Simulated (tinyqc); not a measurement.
Inside a calculation. Model: time-dependent dielectric breakdown: cell percolation, Weibull statistics, area scaling and voltage extrapolation. Computed by tinyqc, a small Python program that keeps every step. Command: `OMP_NUM_THREADS=1 python tinyqc.py 3028066 3028067 out.jsonl tddb walk`. One thread of a shared host (Intel(R) Xeon(R) Processor @ 2.30GHz), about 0.01 s of CPU time with the checks. Intermediate numbers are printed to about 7 digits and carried at full precision; extremes and crossings named in words are read from the listed rows.

The oxide is divided into columns of area a^2, each holding m = t_ox/a cells (m is taken as continuous). A share lambda(t) = (t/t_1)^alpha of the cells is defective, and a column whose cells are all defective breaks down.

Inputs (values chosen for the exercise, for a model gate oxide):
```
quantity,value,unit
oxide thickness t_ox,2.8,nm
defect cell size a,1,nm
exponent alpha of defect growth,0.36,-
time t_1 at which the occupied share would reach 1,5.6e+11,s
test area A,7000,um^2
product area A_u,500000,um^2
stress voltage V,4.08,V
use voltage V_u,1.9,V
local exponent n = -d ln t/d ln V at the stress voltage,33,-
activation energy E_a,0.9,eV
stress temperature T,150,C
use temperature T_u,55,C
allowed failure fraction F,0.0001,-
```

Voltage law used: E.

Constants: k_B = 8.617333262e-05 eV/K.

## Weibull parameters from the cell model

Failure fraction F = 1 - (1 - lambda^m)^N with N = A/a^2 columns, which for small lambda^m is 1 - exp(-(t/t63)^beta) with beta = alpha m and t63 = t_1 N^(-1/beta); critical share lambda(t63) = N^(-1/m). 1 um^2 = 1e6 nm^2.

cells per column m = 2.8

columns N = 7.00e+09

Weibull slope beta = 1.008

characteristic life t63 = 95.76916 s

critical share of defective cells = 3.047148e-04

Times between F = 10 % and 90 % span a factor 21.3: the smaller beta = alpha m, the wider the scatter. Caution: t_1 is an input here; in a real oxide it changes with thickness at fixed voltage.

## A sample of breakdown times

uniform random numbers u: [0.5205, 0.0977, 0.4622, 0.1725, 0.2036, 0.3928, 0.6729, 0.3636, 0.3618, 0.3446, 0.7197, 0.8722]

Each device fails at t = t63 (-ln(1 - u))^(1/beta). Sort the times; median rank F_i = (i - 0.3)/(n_s + 0.4) for n_s devices; W = ln(-ln(1 - F_i)).

Weibull plot:
```
i,t (s),F_i,ln t,W
1,10.0252,0.0564516,2.305105,-2.845458
2,18.3746,0.1370968,2.910970,-1.914248
3,22.0598,0.2177419,3.093757,-1.404171
4,40.7410,0.2983871,3.707235,-1.037404
5,43.2844,0.3790323,3.767792,-0.741338
6,43.5544,0.4596774,3.774012,-0.485176
7,48.0434,0.5403226,3.872104,-0.252019
8,59.6282,0.6209677,4.088128,-0.030321
9,70.5636,0.7016129,4.256515,0.190094
10,106.9267,0.7822581,4.672144,0.421630
11,121.5760,0.8629032,4.800540,0.686660
12,195.9000,0.9435484,5.277604,1.055834
```

## Fitting the sample

W = ln(-ln(1 - F_i)) with the median ranks F_i. Least squares in W: W = beta ln t - beta ln t63. Maximum likelihood: solve sum t^b ln t/sum t^b - 1/b = mean of ln t for b, then t63 = (mean of t^b)^(1/b).

slope by least squares = 1.329766

t63 by least squares = 71.91388 s

slope by maximum likelihood = 1.367981

t63 by maximum likelihood = 71.55391 s

The true values are beta = 1.008 and t63 = 95.8 s. With 12 devices the standard error of the maximum-likelihood slope is about 0.78 beta/sqrt(n_s) = 0.23; the fits miss by +0.32 and +0.36, and t63 by -25 and -25 %.

## Projection to use conditions

All three voltage laws share the slope n at the stress voltage. Factor t(V_u)/t(V): E law exp(n (1 - V_u/V)); 1/E law exp(n (V/V_u - 1)); power law (V/V_u)^n. Temperatures in kelvin are T(C) + 273.15. Temperature factor exp[(E_a/k_B)(1/T_u - 1/T)]; area factor (A/A_u)^(1/beta); percentile factor (-ln(1 - F))^(1/beta); life = t63 x all four; 1 year = 3.15576e7 s.

voltage factor = 4.546043e+07

temperature factor = 1268.257

area factor = 0.01448243

percentile factor = 1.075889e-04

projected life = 0.2726286 years

Area and percentile together cost 5.8 decades, voltage and temperature return 10.8; a ten-year target is missed.

## Three voltage laws

Life = t63 x voltage, temperature, area and percentile factors, the last three as above.

Log10 of the life in years:
```
V_u/V,V_u (V),E law,1/E law,power law
1.00,4.080,-8.222062,-8.22206,-8.222062
0.95,3.876,-7.505476,-7.46776,-7.486941
0.90,3.672,-6.788890,-6.62965,-6.712065
0.80,3.264,-5.355719,-4.63913,-5.024032
0.70,2.856,-3.922547,-2.07990,-3.110297
0.60,2.448,-2.489375,1.33242,-0.901053
0.50,2.040,-1.056203,6.10966,1.711928
0.40,1.632,0.376969,13.27551,4.909958
```

At V_u/V = 0.9 the laws differ by 0.16 decades at most, and at 0.5 by 7.2. The E law is the most cautious and the 1/E law the most hopeful. Ten years are reached at V_u/V = 0.357 (E), 0.608 (1/E), 0.525 (power). Caution: the rows at low voltage extrapolate over many decades and cannot be tested.

Checks made by the program: Weibull form against the exact column count at t63 (relative difference below 1e-10).
